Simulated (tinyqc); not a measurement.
Deep trap from a strong local potential in a two-band host (Koster-Slater model with semi-elliptic bands): one step, computed by the program tinyqc.

The valence band spans -2 W_v to 0 and the conduction band E_g to E_g + 2 W_c. The orbital at the impurity site has weight f_v in the valence band and 1 - f_v in the conduction band, each spread as a semi-ellipse (2/(pi W^2)) sqrt(W^2 - x^2) about the band centre. The impurity adds U to this orbital. Spin is left out.

Problem. Thresholds and the vacancy level. In the gap G(E) = f_v (2/W_v^2)[x - sqrt(x^2 - W_v^2)] - (1 - f_v)(2/W_c^2)[y - sqrt(y^2 - W_c^2)], x = E + W_v, y = E_g + W_c - E. G falls across the gap from G(0) to G(E_g). A repulsive U binds if U > 1/G(0), an attractive one if U < 1/G(E_g); the vacancy level (U infinite) solves G(E) = 0 (bisection).

Inputs (values chosen for the exercise, with a gap close to that of 4H-SiC):
```
quantity,value,unit
gap E_g,3.3,eV
half-width of the valence band W_v,3.6,eV
half-width of the conduction band W_c,2.9,eV
valence weight f_v of the site orbital,0.6,-
```

Impurity: attractive, donor-like.

Give: G(0); G(E_g); repulsive threshold; attractive threshold; vacancy level.

Solution.

G(0) = 0.2648 1/eV

G(E_g) = -0.1820 1/eV

repulsive threshold = 3.776 eV

attractive threshold = -5.494 eV

vacancy level = 2.164 eV
